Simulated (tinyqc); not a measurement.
What each parameter does: two-band k.p model of the Delta valleys near the X point under shear strain.

Valley pair on the [001] axis, kz counted from the X point, c = hbar^2/2m0, k0 = kx0 2 pi/a. H = (c kz^2/ml + c (kx^2 + ky^2)/mt + c k0^2/ml) 1 + (2 c k0 kz/ml) sigma_z + (D exy - 2 c kx ky/Mp) sigma_x, so E = c kz^2/ml + c (kx^2 + ky^2)/mt + c k0^2/ml -/+ sqrt((2 c k0 kz/ml)^2 + (D exy - 2 c kx ky/Mp)^2). Without strain the lower band has its minima, E = 0, at kz = +/- k0. Shifts from diagonal strain are left out.

For |eta| < 1: k_min = k0 sqrt(1 - eta^2), E_min = -Delta eta^2/2, ml(eta) = ml/(1 - eta^2), 1/m[110] = 1/mt + eta/Mp, 1/m[1-10] = 1/mt - eta/Mp. For |eta| > 1 the minimum sits at X: E_min = -Delta (2 |eta| - 1)/2, ml(eta) = ml/(1 - 1/|eta|), and eta is replaced by its sign in the transverse masses. Here Delta = 2 c k0^2/ml and eta = D exy/Delta.

Constants: hbar^2/2m0 = 3.80998211 eV angstrom^2.

Inputs chosen for the exercise (near those of Si; not measured data): a = 5.435 angstrom (lattice constant); ml = 0.935 m0 (longitudinal mass); mt = 0.195 m0 (transverse mass); kx0 = 0.154 2 pi/a (distance of the minimum from X); D = 13.8 eV (shear deformation potential); Mp = 0.237 m0 (coupling mass); exy = 0.021 (shear strain).

Delta = 2 c k0^2/ml, eta = D exy/Delta.

One parameter was then changed.

Results before and after:
```
case        eta  E_min (meV)  ml(eta) (m0)  m[110] (m0)  m[1-10] (m0)
base     1.1219      -160.64        8.6051       0.1070        1.1004
changed  1.2971      -178.09        4.0816       0.1070        1.1004
```

Which of these changes was made? (a) exy = 0.01953; (b) Mp = 0.22041 m0; (c) kx0 = 0.14322 2 pi/a; (d) ml = 1.00045 m0; (e) mt = 0.20865 m0; (f) D = 12.834 eV.

Answer: (c) kx0 = 0.14322 2 pi/a. Of the candidates, run in turn, only this one gives the changed row.

All candidates:
```
case                     eta  E_min (meV)  ml(eta) (m0)  m[110] (m0)  m[1-10] (m0)
base                  1.1219      -160.64        8.6051       0.1070        1.1004
ml = 1.00045 m0       1.2004      -169.09        5.9918       0.1070        1.1004
mt = 0.20865 m0       1.1219      -160.64        8.6051       0.1110        1.7443
kx0 = 0.14322 2 pi/a  1.2971      -178.09        4.0816       0.1070        1.1004
D = 12.834 eV         1.0434      -140.36       22.4942       0.1070        1.1004
Mp = 0.22041 m0       1.1219      -160.64        8.6051       0.1035        1.6915
exy = 0.01953         1.0434      -140.36       22.4942       0.1070        1.1004
```

tinyqc: `OMP_NUM_THREADS=1 python tinyqc.py 1080846 1080847 out.jsonl`; about 0.01 s, one thread, shared Intel(R) Xeon(R) Processor @ 2.30GHz.
